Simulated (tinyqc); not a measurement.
How errors in the targets pass to the parameters: fitting sp3s* parameters to three gaps by Newton steps.

J:
```
           Esc     Vxapc     Vpaxc
Gamma  0.70086   0.00000   0.00000
X      0.00000  -0.85207   0.00000
L      0.39622  -0.23504  -0.12691
```

The gaps at Gamma, X and L of an sp3s* model are fitted with Esc, Vxapc and Vpaxc; J holds the derivatives of the gaps by these parameters at the start. The change of each parameter for +10 meV on one target is 10 J^-1, in meV.

Shifts (meV):
```
target raised   Esc  Vxapc  Vpaxc
Gamma          14.3    0.0   44.5
X               0.0  -11.7   21.7
L               0.0    0.0  -78.8
```

root sum of squares (meV): Esc 14.3, Vxapc 11.7, Vpaxc 93.1

Independent errors of 10 meV leave Vpaxc least certain (93 meV) and Vxapc best fixed (11.7 meV). The largest single entry, 79 meV, comes from the target at L.

Program tinyqc; command `OMP_NUM_THREADS=1 python tinyqc.py 1452362 1452363 out.jsonl`; about 0.1 s on one thread of a shared Intel(R) Xeon(R) Processor @ 2.30GHz.
